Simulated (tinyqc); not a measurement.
CIS and TDHF on RHF in the sto-3g basis, frozen core, for BeH2, spin multiplicity 1, step by step (part 1 of 2). Computed by tinyqc, a small Python program that keeps every step (integrals from PySCF). Settings: charge = 0, multiplicity = 1, basis = sto-3g, method = RHF, frozen orbitals = 1, energy threshold = 1e-10, iteration cap = 82, orthogonalisation = canonical, start = core, DIIS depth = 6, TDHF = 1. Command: `OMP_NUM_THREADS=1 python tinyqc.py 27332 27333 out.jsonl` (the two numbers bound the seeds that draw the settings). One thread of a shared host (Intel(R) Xeon(R) Processor @ 2.60GHz), about 0.06 s of CPU time with the checks. The early iterations of the SCF are left out here.

## One-electron integrals

Geometry (angstrom):
```
atom         x          y         z
Be    0.000000   0.000000  0.000000
H     0.000000   1.312000  0.015000
H     0.000000  -1.312000  0.015000
```

Basis sto-3g: exponents (1/bohr^2) and contraction coefficients of normalised primitives:
```
element  l (shell)   exponent  coefficient
Be           s (1)  30.167871     0.154329
Be           s (1)   5.495115     0.535328
Be           s (1)   1.487193     0.444635
Be           s (2)   1.314833    -0.099967
Be           s (2)   0.305539     0.399513
Be           s (2)   0.099371     0.700115
Be           p (3)   1.314833     0.155916
Be           p (3)   0.305539     0.607684
Be           p (3)   0.099371     0.391957
H            s (1)   3.425251     0.154329
H            s (1)   0.623914     0.535328
H            s (1)   0.168855     0.444635
```

Overlap, kinetic and nuclear-attraction integrals over the contracted functions; the nuclear repulsion is the sum of Za Zb / Rab.

nuclear repulsion = 3.42814759 hartree

overlap S, order 1Be 1s, 1Be 2s, 1Be 2px, 1Be 2py, 1Be 2pz, 2H 1s, 3H 1s:
```
[[1.000000, 0.259517, 0.000000, 0.000000, 0.000000, 0.073906, 0.073906],
 [0.259517, 1.000000, 0.000000, 0.000000, 0.000000, 0.471296, 0.471296],
 [0.000000, 0.000000, 1.000000, 0.000000, 0.000000, 0.000000, 0.000000],
 [0.000000, 0.000000, 0.000000, 1.000000, 0.000000, 0.533559, -0.533559],
 [0.000000, 0.000000, 0.000000, 0.000000, 1.000000, 0.006100, 0.006100],
 [0.073906, 0.471296, 0.000000, 0.533559, 0.006100, 1.000000, 0.039096],
 [0.073906, 0.471296, 0.000000, -0.533559, 0.006100, 0.039096, 1.000000]]
```

kinetic energy T (hartree), order 1Be 1s, 1Be 2s, 1Be 2px, 1Be 2py, 1Be 2pz, 2H 1s, 3H 1s:
```
[[6.693975, -0.033012, 0.000000, 0.000000, 0.000000, -0.016620, -0.016620],
 [-0.033012, 0.211111, 0.000000, 0.000000, 0.000000, 0.073521, 0.073521],
 [0.000000, 0.000000, 0.660592, 0.000000, 0.000000, 0.000000, 0.000000],
 [0.000000, 0.000000, 0.000000, 0.660592, 0.000000, 0.203386, -0.203386],
 [0.000000, 0.000000, 0.000000, 0.000000, 0.660592, 0.002325, 0.002325],
 [-0.016620, 0.073521, 0.000000, 0.203386, 0.002325, 0.760032, -0.009814],
 [-0.016620, 0.073521, 0.000000, -0.203386, 0.002325, -0.009814, 0.760032]]
```

nuclear attraction V (hartree), order 1Be 1s, 1Be 2s, 1Be 2px, 1Be 2py, 1Be 2pz, 2H 1s, 3H 1s:
```
[[-15.367712, -2.108576, 0.000000, 0.000000, -0.000429, -0.600535, -0.600535],
 [-2.108576, -3.063201, 0.000000, 0.000000, -0.003471, -1.413291, -1.413291],
 [0.000000, 0.000000, -2.965020, 0.000000, 0.000000, 0.000000, 0.000000],
 [0.000000, 0.000000, 0.000000, -3.204570, 0.000000, -1.565669, 1.565669],
 [-0.000429, -0.003471, 0.000000, 0.000000, -2.965052, -0.018326, -0.018326],
 [-0.600535, -1.413291, 0.000000, -1.565669, -0.018326, -3.027196, -0.136729],
 [-0.600535, -1.413291, 0.000000, 1.565669, -0.018326, -0.136729, -3.027196]]
```

core Hamiltonian H = T + V (hartree), order 1Be 1s, 1Be 2s, 1Be 2px, 1Be 2py, 1Be 2pz, 2H 1s, 3H 1s:
```
[[-8.673737, -2.141589, 0.000000, 0.000000, -0.000429, -0.617155, -0.617155],
 [-2.141589, -2.852090, 0.000000, 0.000000, -0.003471, -1.339770, -1.339770],
 [0.000000, 0.000000, -2.304428, 0.000000, 0.000000, 0.000000, 0.000000],
 [0.000000, 0.000000, 0.000000, -2.543978, 0.000000, -1.362283, 1.362283],
 [-0.000429, -0.003471, 0.000000, 0.000000, -2.304460, -0.016000, -0.016000],
 [-0.617155, -1.339770, 0.000000, -1.362283, -0.016000, -2.267165, -0.146543],
 [-0.617155, -1.339770, 0.000000, 1.362283, -0.016000, -0.146543, -2.267165]]
```

## Two-electron integrals

Functions are numbered as in S; the eight-fold symmetry (ij|kl) = (ji|kl) = (kl|ij) leaves the list below.

Two-electron integrals (ij|kl) in chemists' order, unique and non-zero (hartree):
```
(11|11) 2.298831    (21|11) 0.392036    (21|21) 0.079539    (22|11) 0.570988
(22|21) 0.143041    (22|22) 0.417683    (31|31) 0.014607    (32|31) 0.021888
(32|32) 0.092265    (33|11) 0.569578    (33|21) 0.143083    (33|22) 0.417589
(33|33) 0.449859    (41|41) 0.014607    (42|41) 0.021888    (42|42) 0.092265
(43|43) 0.024249    (44|11) 0.569578    (44|21) 0.143083    (44|22) 0.417589
(44|33) 0.401360    (44|44) 0.449859    (51|51) 0.014607    (52|51) 0.021888
(52|52) 0.092265    (53|53) 0.024249    (54|54) 0.024249    (55|11) 0.569578
(55|21) 0.143083    (55|22) 0.417589    (55|33) 0.401360    (55|44) 0.401360
(55|55) 0.449859    (61|11) 0.110663    (61|21) 0.022425    (61|22) 0.040586
(61|33) 0.040288    (61|41) 0.002023    (61|42) 0.003762    (61|44) 0.041205
(61|51) 0.000023    (61|52) 0.000043    (61|54) 0.000010    (61|55) 0.040288
(61|61) 0.006642    (62|11) 0.234862    (62|21) 0.059517    (62|22) 0.185316
(62|33) 0.178701    (62|41) 0.007836    (62|42) 0.045228    (62|44) 0.198378
(62|51) 0.000090    (62|52) 0.000517    (62|54) 0.000225    (62|55) 0.178704
(62|61) 0.018522    (62|62) 0.116075    (63|31) 0.005874    (63|32) 0.026404
(63|43) 0.008143    (63|53) 0.000093    (63|63) 0.011669    (64|11) 0.240519
(64|21) 0.061764    (64|22) 0.201864    (64|33) 0.189950    (64|41) 0.012891
(64|42) 0.070947    (64|44) 0.225480    (64|51) 0.000080    (64|52) 0.000509
(64|54) 0.000313    (64|55) 0.189953    (64|61) 0.020239    (64|62) 0.144707
(64|64) 0.187915    (65|11) 0.002750    (65|21) 0.000706    (65|22) 0.002308
(65|33) 0.002172    (65|41) 0.000080    (65|42) 0.000509    (65|44) 0.002392
(65|51) 0.005875    (65|52) 0.026410    (65|54) 0.008145    (65|55) 0.002358
(65|61) 0.000231    (65|62) 0.001654    (65|64) 0.002015    (65|65) 0.011692
(66|11) 0.399076    (66|21) 0.103039    (66|22) 0.356369    (66|33) 0.330544
(66|41) 0.017078    (66|42) 0.122741    (66|44) 0.407708    (66|51) 0.000195
(66|52) 0.001403    (66|54) 0.000882    (66|55) 0.330555    (66|61) 0.033172
(66|62) 0.275599    (66|64) 0.366867    (66|65) 0.004194    (66|66) 0.774606
(71|11) 0.110663    (71|21) 0.022425    (71|22) 0.040586    (71|33) 0.040288
(71|41) -0.002023   (71|42) -0.003762   (71|44) 0.041205    (71|51) 0.000023
(71|52) 0.000043    (71|54) -0.000010   (71|55) 0.040288    (71|61) 0.006047
(71|62) 0.015624    (71|64) 0.015513    (71|65) 0.000196    (71|66) 0.026550
(71|71) 0.006642    (72|11) 0.234862    (72|21) 0.059517    (72|22) 0.185316
(72|33) 0.178701    (72|41) -0.007836   (72|42) -0.045228   (72|44) 0.198378
(72|51) 0.000090    (72|52) 0.000517    (72|54) -0.000225   (72|55) 0.178704
(72|61) 0.015624    (72|62) 0.064235    (72|64) 0.062817    (72|65) 0.000901
(72|66) 0.113888    (72|71) 0.018522    (72|72) 0.116075    (73|31) 0.005874
(73|32) 0.026404    (73|43) -0.008143   (73|53) 0.000093    (73|63) 0.005322
(73|73) 0.011669    (74|11) -0.240519   (74|21) -0.061764   (74|22) -0.201864
(74|33) -0.189950   (74|41) 0.012891    (74|42) 0.070947    (74|44) -0.225480
(74|51) -0.000080   (74|52) -0.000509   (74|54) 0.000313    (74|55) -0.189953
(74|61) -0.015513   (74|62) -0.062817   (74|64) -0.058108   (74|65) -0.000866
(74|66) -0.108642   (74|71) -0.020239   (74|72) -0.144707   (74|74) 0.187915
(75|11) 0.002750    (75|21) 0.000706    (75|22) 0.002308    (75|33) 0.002172
(75|41) -0.000080   (75|42) -0.000509   (75|44) 0.002392    (75|51) 0.005875
(75|52) 0.026410    (75|54) -0.008145   (75|55) 0.002358    (75|61) 0.000196
(75|62) 0.000901    (75|64) 0.000866    (75|65) 0.005334    (75|66) 0.001641
(75|71) 0.000231    (75|72) 0.001654    (75|74) -0.002015   (75|75) 0.011692
(76|11) 0.024947    (76|21) 0.006161    (76|22) 0.017256    (76|33) 0.016973
(76|44) 0.017814    (76|51) 0.000018    (76|52) 0.000084    (76|55) 0.016973
(76|61) 0.001756    (76|62) 0.007860    (76|64) 0.008707    (76|65) 0.000122
(76|66) 0.015541    (76|71) 0.001756    (76|72) 0.007860    (76|74) -0.008707
(76|75) 0.000122    (76|76) 0.000727    (77|11) 0.399076    (77|21) 0.103039
(77|22) 0.356369    (77|33) 0.330544    (77|41) -0.017078   (77|42) -0.122741
(77|44) 0.407708    (77|51) 0.000195    (77|52) 0.001403    (77|54) -0.000882
(77|55) 0.330555    (77|61) 0.026550    (77|62) 0.113888    (77|64) 0.108642
(77|65) 0.001641    (77|66) 0.201611    (77|71) 0.033172    (77|72) 0.275599
(77|74) -0.366867   (77|75) 0.004194    (77|76) 0.015541    (77|77) 0.774606
```

## Orthogonalisation

S = U s U^T; canonical form X = U s^(-1/2), so that X^T S X = 1. Each column of U has its largest component positive (the first on a tie).

eigenvalues of S: [0.225632, 0.331962, 0.934856, 1.000000, 1.000149, 1.735272, 1.772129]

X, order 1Be 1s, 1Be 2s, 1Be 2px, 1Be 2py, 1Be 2pz, 2H 1s, 3H 1s:
```
[[0.000000, -0.312083, 0.961784, 0.000000, -0.044357, 0.000000, 0.238654],
 [0.000000, 1.265076, -0.094320, 0.000000, -0.006981, 0.000000, 0.509683],
 [0.000000, 0.000000, 0.000000, 1.000000, 0.000000, 0.000000, 0.000000],
 [1.469220, 0.000000, 0.000000, 0.000000, 0.000000, 0.543692, 0.000000],
 [0.000000, 0.014805, 0.048371, 0.000000, 0.998767, 0.000000, 0.005559],
 [-1.066158, -0.810667, -0.258283, 0.000000, 0.012211, 0.374618, 0.351802],
 [1.066158, -0.810667, -0.258283, 0.000000, 0.012211, -0.374618, 0.351802]]
```

## Iteration 7 (converged): orbitals

converged F (hartree), order 1Be 1s, 1Be 2s, 1Be 2px, 1Be 2py, 1Be 2pz, 2H 1s, 3H 1s:
```
[[-4.515442, -1.287954, 0.000000, 0.000000, 0.000253, -0.377097, -0.377097],
 [-1.287954, -0.637617, 0.000000, 0.000000, -0.002795, -0.427820, -0.427820],
 [0.000000, 0.000000, 0.211379, 0.000000, 0.000000, 0.000000, 0.000000],
 [0.000000, 0.000000, 0.000000, -0.248036, 0.000000, -0.337828, 0.337828],
 [0.000253, -0.002795, 0.000000, 0.000000, 0.211337, -0.003127, -0.003127],
 [-0.377097, -0.427820, 0.000000, -0.337828, -0.003127, -0.325215, -0.055342],
 [-0.377097, -0.427820, 0.000000, 0.337828, -0.003127, -0.055342, -0.325215]]
```

Diagonalise F' = X^T F X, C = X C', fill 3 alpha and 3 beta electrons from the bottom; D = 2 C_occ C_occ^T. Each column has its largest component positive (the first on a tie).

F' = X^T F X (hartree):
```
[[0.967786, 0.000000, 0.000000, 0.000000, 0.000000, 0.037217, 0.000000],
 [0.000000, 0.430049, 0.408703, 0.000000, -0.017604, 0.000000, 0.159678],
 [0.000000, 0.408703, -3.665968, 0.000000, 0.192149, 0.000000, -1.606776],
 [0.000000, 0.000000, 0.000000, 0.211379, 0.000000, 0.000000, 0.000000],
 [0.000000, -0.017604, 0.192149, 0.000000, 0.201816, 0.000000, 0.082023],
 [0.037217, 0.000000, 0.000000, 0.000000, 0.000000, -0.424298, 0.000000],
 [0.000000, 0.159678, -1.606776, 0.000000, 0.082023, 0.000000, -1.263867]]
```

orbital energies (hartree): [-4.518901, -0.460828, -0.425293, 0.211319, 0.211379, 0.470439, 0.968780]

coefficients C, order 1Be 1s, 1Be 2s, 1Be 2px, 1Be 2py, 1Be 2pz, 2H 1s, 3H 1s:
```
[[0.991750, -0.225940, 0.000000, 0.004918, 0.000000, -0.216114, 0.000000],
 [0.031721, 0.552218, 0.000000, -0.022504, 0.000000, 1.250072, 0.000000],
 [0.000000, 0.000000, 0.000000, 0.000000, 1.000000, 0.000000, 0.000000],
 [0.000000, 0.000000, 0.504261, 0.000000, 0.000000, 0.000000, 1.483216],
 [-0.000008, 0.002753, 0.000000, 0.999752, 0.000000, 0.024804, 0.000000],
 [-0.002600, 0.394869, 0.402957, 0.009202, 0.000000, -0.831740, -1.055773],
 [-0.002600, 0.394869, -0.402957, 0.009202, 0.000000, -0.831740, 1.055773]]
```

D after iteration 7, order 1Be 1s, 1Be 2s, 1Be 2px, 1Be 2py, 1Be 2pz, 2H 1s, 3H 1s:
```
[[2.069235, -0.186617, 0.000000, 0.000000, -0.001259, -0.183590, -0.183590],
 [-0.186617, 0.611902, 0.000000, 0.000000, 0.003040, 0.435942, 0.435942],
 [0.000000, 0.000000, 0.000000, 0.000000, 0.000000, 0.000000, 0.000000],
 [0.000000, 0.000000, 0.000000, 0.508558, 0.000000, 0.406391, -0.406391],
 [-0.001259, 0.003040, 0.000000, 0.000000, 0.000015, 0.002174, 0.002174],
 [-0.183590, 0.435942, 0.000000, 0.406391, 0.002174, 0.636606, -0.012893],
 [-0.183590, 0.435942, 0.000000, -0.406391, 0.002174, -0.012893, 0.636606]]
```

## Convergence

Stop when the energy changes by less than 1e-10 hartree and every element of the error matrix X^T (F D S - S D F) X is below 3e-06.

Course of the cycle:
```
iteration   E (hartree)     change  largest element of the error matrix
1          -15.15610290          -                             7.75e-01
2          -15.55764869  -4.02e-01                             8.12e-02
3          -15.56094856  -3.30e-03                             2.33e-03
4          -15.56095398  -5.42e-06                             3.23e-04
5          -15.56095417  -1.90e-07                             2.61e-05
6          -15.56095417  -1.35e-09                             4.08e-06
7          -15.56095417  -2.03e-11                             4.62e-09
```

PySCF RHF in the same basis = -15.56095417 hartree

Converged in 7 iterations.

## Integrals over molecular orbitals

(pq|rs) = sum C_ip C_jq C_kr C_ls (ij|kl), one index at a time.

one-electron integrals over orbitals h = C^T H C (hartree):
```
[[-8.662060, 0.227243, 0.000000, -0.005310, 0.000000, 0.191999, 0.000000],
 [0.227243, -2.479230, 0.000000, 0.000403, 0.000000, -0.165466, 0.000000],
 [0.000000, 0.000000, -2.442791, 0.000000, 0.000000, 0.000000, -0.276234],
 [-0.005310, 0.000403, 0.000000, -2.304343, 0.000000, -0.005441, 0.000000],
 [0.000000, 0.000000, 0.000000, 0.000000, -2.304428, 0.000000, 0.000000],
 [0.191999, -0.165466, 0.000000, -0.005441, 0.000000, -1.916466, 0.000000],
 [0.000000, 0.000000, -0.276234, 0.000000, 0.000000, 0.000000, -1.791094]]
```

Two-electron integrals over orbitals (pq|rs), unique and non-zero (hartree); the lowest 1 orbital is frozen and left out:
```
(22|22) 0.400621    (32|32) 0.164789    (33|22) 0.414009    (33|33) 0.437135
(42|22) 0.001198    (42|33) 0.001121    (42|42) 0.049650    (43|32) 0.001192
(43|43) 0.014859    (44|22) 0.370558    (44|33) 0.358269    (44|42) -0.002593
(44|44) 0.449906    (52|52) 0.049652    (53|53) 0.014845    (54|52) -0.000931
(54|54) 0.024265    (55|22) 0.370585    (55|33) 0.358278    (55|42) -0.000732
(55|44) 0.401353    (55|55) 0.449859    (62|22) -0.025590   (62|33) -0.048419
(62|42) -0.000255   (62|44) 0.050859    (62|55) 0.050911    (62|62) 0.077310
(63|32) -0.095051   (63|43) -0.000974   (63|63) 0.083322    (64|22) 0.000483
(64|33) -0.000195   (64|42) 0.047408    (64|44) -0.000760   (64|55) 0.000556
(64|62) 0.002080    (64|64) 0.050907    (65|52) 0.047471    (65|54) -0.000659
(65|65) 0.050963    (66|22) 0.398703    (66|33) 0.409702    (66|42) 0.002748
(66|44) 0.368417    (66|55) 0.368497    (66|62) -0.035632   (66|64) 0.001824
(66|66) 0.413322    (72|32) -0.044796   (72|43) -0.001183   (72|63) 0.061156
(72|72) 0.056561    (73|22) -0.006557   (73|33) -0.021663   (73|42) -0.001723
(73|44) 0.058189    (73|55) 0.058185    (73|62) 0.072571    (73|64) 0.000670
(73|66) -0.027133   (73|73) 0.082047    (74|32) -0.002940   (74|43) 0.013781
(74|63) 0.001720    (74|72) 0.000429    (74|74) 0.016552    (75|53) 0.013800
(75|75) 0.016493    (76|32) 0.142997    (76|43) 0.001369    (76|63) -0.095800
(76|72) -0.056473   (76|74) -0.002549   (76|76) 0.141025    (77|22) 0.430573
(77|33) 0.449504    (77|42) 0.000220    (77|44) 0.392233    (77|55) 0.392211
(77|62) -0.038339   (77|64) -0.000799   (77|66) 0.438044    (77|73) -0.012585
(77|77) 0.491833
```

## CIS matrix, singlets

A(ia,jb) = (e_a - e_i) d_ij d_ab + 2 (ia|jb) - (ij|ab).

CIS matrix A, singlet (hartree), order 2>4, 2>5, 2>6, 2>7, 3>4, 3>5, 3>6, 3>7:
```
[[0.400889, 0.000000, -0.000994, 0.000000, 0.000000, 0.000000, 0.000000, -0.000506],
 [0.000000, 0.400925, 0.000000, 0.000000, 0.000000, 0.000000, 0.000000, 0.000000],
 [-0.000994, 0.000000, 0.687183, 0.000000, 0.000000, 0.000000, 0.000000, 0.002144],
 [0.000000, 0.000000, 0.000000, 1.112157, 0.000573, 0.000000, -0.020686, 0.000000],
 [0.000000, 0.000000, 0.000000, 0.000573, 0.308062, 0.000000, -0.001753, 0.000000],
 [0.000000, 0.000000, 0.000000, 0.000000, 0.000000, 0.308084, 0.000000, 0.000000],
 [0.000000, 0.000000, 0.000000, -0.020686, -0.001753, 0.000000, 0.652675, 0.000000],
 [-0.000506, 0.000000, 0.002144, 0.000000, 0.000000, 0.000000, 0.000000, 1.108662]]
```

## CIS singlet states

dipole integrals <i|r|a> (bohr), order 2>4, 2>5, 2>6, 2>7, 3>4, 3>5, 3>6, 3>7:
```
[[0.000000, 0.000000, 0.966697],
 [0.966764, 0.000000, 0.000000],
 [0.000000, 0.000000, 0.007809],
 [0.000000, -0.576947, 0.000000],
 [0.000000, 0.008988, 0.000000],
 [0.000000, 0.000000, 0.000000],
 [0.000000, -1.103891, 0.000000],
 [0.000000, 0.000000, -0.021953]]
```

Diagonalise A (1 hartree = 27.211386 eV); each vector has its largest component positive (the first on a tie). The transition dipole is mu = sqrt2 sum c_ia <i|r|a>.

singlet excitation energies (eV): [8.382542, 8.383387, 10.908642, 10.909720, 17.735135, 18.699008, 30.168544, 30.288652]

lowest vectors, order 2>4, 2>5, 2>6, 2>7, 3>4, 3>5, 3>6, 3>7:
```
[[0.000000, 0.000000, 0.999994, 0.000000, 0.000000, -0.003463],
 [0.000000, 0.000000, 0.000000, 1.000000, 0.000000, 0.000000],
 [0.000000, 0.000000, 0.003467, 0.000000, 0.000000, 0.999981],
 [-0.000583, 0.000000, 0.000000, 0.000000, 0.044891, 0.000000],
 [0.999987, 0.000000, 0.000000, 0.000000, -0.005020, 0.000000],
 [0.000000, 1.000000, 0.000000, 0.000000, 0.000000, 0.000000],
 [0.005051, 0.000000, 0.000000, 0.000000, 0.998979, 0.000000],
 [0.000000, 0.000000, 0.000705, 0.000000, 0.000000, -0.005092]]
```

oscillator strengths 2/3 w |mu|^2: [0.000006, 0.000000, 0.499510, 0.499623, 1.107100, 0.000019]

## TDHF (RPA) singlet states

B(ia,jb) = 2 (ia|jb) - (ib|ja); the squared energies are the eigenvalues of (A - B)(A + B); 1 hartree = 27.211386 eV.

TDHF matrix B, singlet (hartree), order 2>4, 2>5, 2>6, 2>7, 3>4, 3>5, 3>6, 3>7:
```
[[0.049650, 0.000000, -0.000255, 0.000000, 0.000000, 0.000000, 0.000000, -0.002263],
 [0.000000, 0.049652, 0.000000, 0.000000, 0.000000, 0.000000, 0.000000, 0.000000],
 [-0.000255, 0.000000, 0.077310, 0.000000, 0.000000, 0.000000, 0.000000, 0.083986],
 [0.000000, 0.000000, 0.000000, 0.056561, -0.000644, 0.000000, 0.049740, 0.000000],
 [0.000000, 0.000000, 0.000000, -0.000644, 0.014859, 0.000000, -0.000974, 0.000000],
 [0.000000, 0.000000, 0.000000, 0.000000, 0.000000, 0.014845, 0.000000, 0.000000],
 [0.000000, 0.000000, 0.000000, 0.049740, -0.000974, 0.000000, 0.083322, 0.000000],
 [-0.002263, 0.000000, 0.083986, 0.000000, 0.000000, 0.000000, 0.000000, 0.082047]]
```

squared energies w^2 (hartree^2): [0.094676, 0.094695, 0.158242, 0.158275, 0.415300, 0.460738, 1.213805, 1.233355]

TDHF energies from the positive w^2 (eV): [8.372778, 8.373649, 10.824597, 10.825734, 17.536039, 18.470457, 29.979557, 30.220016]

## CIS matrix, triplets

A(ia,jb) = (e_a - e_i) d_ij d_ab - (ij|ab).

CIS matrix A, triplet (hartree), order 2>4, 2>5, 2>6, 2>7, 3>4, 3>5, 3>6, 3>7:
```
[[0.301590, 0.000000, -0.000483, 0.000000, 0.000000, 0.000000, 0.000000, 0.002940],
 [0.000000, 0.301621, 0.000000, 0.000000, 0.000000, 0.000000, 0.000000, 0.000000],
 [-0.000483, 0.000000, 0.532564, 0.000000, 0.000000, 0.000000, 0.000000, -0.142997],
 [0.000000, 0.000000, 0.000000, 0.999035, 0.002940, 0.000000, -0.142997, 0.000000],
 [0.000000, 0.000000, 0.000000, 0.002940, 0.278343, 0.000000, 0.000195, 0.000000],
 [0.000000, 0.000000, 0.000000, 0.000000, 0.000000, 0.278393, 0.000000, 0.000000],
 [0.000000, 0.000000, 0.000000, -0.142997, 0.000195, 0.000000, 0.486030, 0.000000],
 [0.002940, 0.000000, -0.142997, 0.000000, 0.000000, 0.000000, 0.000000, 0.944568]]
```

## CIS triplet states

Diagonalise A (1 hartree = 27.211386 eV); each vector has its largest component positive (the first on a tie).

triplet excitation energies (eV): [7.573690, 7.575456, 8.206300, 8.207526, 12.214324, 13.273671, 26.921523, 28.196763]

lowest vectors, order 2>4, 2>5, 2>6, 2>7, 3>4, 3>5, 3>6, 3>7:
```
[[0.000000, 0.000000, 0.999988, 0.000000, 0.000000, 0.002239],
 [0.000000, 0.000000, 0.000000, 1.000000, 0.000000, 0.000000],
 [0.000000, 0.000000, -0.000855, 0.000000, 0.000000, 0.954329],
 [-0.004939, 0.000000, 0.000000, 0.000000, 0.251527, 0.000000],
 [0.999978, 0.000000, 0.000000, 0.000000, 0.005440, 0.000000],
 [0.000000, 1.000000, 0.000000, 0.000000, 0.000000, 0.000000],
 [-0.004337, 0.000000, 0.000000, 0.000000, 0.967835, 0.000000],
 [0.000000, 0.000000, -0.004762, 0.000000, 0.000000, 0.298749]]
```
